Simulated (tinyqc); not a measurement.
Dopant series: competing polymorphs of an oxide film: bulk, surface, grain-boundary, dopant and field terms. Computed by tinyqc, a small Python program. Command: `OMP_NUM_THREADS=1 python tinyqc.py 3020284 3020285 out.jsonl polymorph walk`. One thread of a shared host (Intel(R) Xeon(R) Processor @ 2.30GHz), about 0.01 s of CPU time with the checks.

Phases: monoclinic m (reference), polar orthorhombic o, tetragonal t. Free energies per formula unit (f.u.); 1 J/m^2 x angstrom^3/nm = 6.241509 meV.

Inputs (values chosen for the exercise, for a model oxide): energy of the polar phase o over m = 48.7 meV/f.u.; energy of the tetragonal phase t over m = 158 meV/f.u.; entropy of o over m = 0.0081 meV/(f.u. K); entropy of t over m = 0.053 meV/(f.u. K); surface energy of m = 3.45 J/m^2; surface energy of o = 3.07 J/m^2; surface energy of t = 2.99 J/m^2; volume per formula unit Omega = 33.9 angstrom^3; film thickness h = 19 nm; grain radius R = 23 nm; temperature T = 300 K; shift of o per % of dopant = -3.8 meV/f.u.; shift of t per % of dopant = -14 meV/f.u.; width sigma of ln R = 0.5; interlayer thickness (SiO2) = 0.76 nm.

Geometry: free particles.

permittivities of m, o, t: [17, 28, 40]

Method:
- Bulk term b = H - T S + (shift) x, zero for m.
- With G = b + gamma Omega A (b the bulk free energy per formula unit, A the area per volume), two phases i, j cross at A_ij = (b_j - b_i)/(Omega (gamma_i - gamma_j)); o has a window only if A_mo < A_ot.
- Grain radii are log-normal by volume with median R and width sigma; the share with A above A* is that with radius below R*, R* = 3/A* (all if A* <= 0), share = (1/2) erfc[-ln(R*/R)/(sqrt 2 sigma)]. Effective permittivity of a layer of thickness h built of such grains, taken in parallel: sum of share x eps; EOT = interlayer + 3.9 h/eps.

Against dopant content:
```
x (%)  A_mo (1/nm)  A_ot (1/nm)  share m  share o  share t
0.0        0.57548       5.6614  0.99850  0.00150  0.00000
1.0        0.52821       5.0588  0.99742  0.00258  0.00000
2.0        0.48095       4.4562  0.99547  0.00453  0.00000
3.0        0.43369       3.8536  0.99187  0.00813  0.00000
4.0        0.38643       3.2510  0.98508  0.01492  0.00000
5.0        0.33917       2.6484  0.97201  0.02799  0.00000
6.5        0.26827       1.7446  0.92539  0.07461  0.00000
8.0        0.19738       0.8407  0.79631  0.20359  0.00010
10.0       0.10286      -0.3645  0.00016  0.00000  0.99984
```

What does the comparison show, and why?

The dopant lowers t by 14 and o by 3.8 meV per %, so A_ot falls faster than A_mo. The share of o peaks at x = 8 % (0.20): a doping window between m and t. t holds the majority from x = 10 % on.

Extremes, crossings and ranges named in words are read from the listed rows.
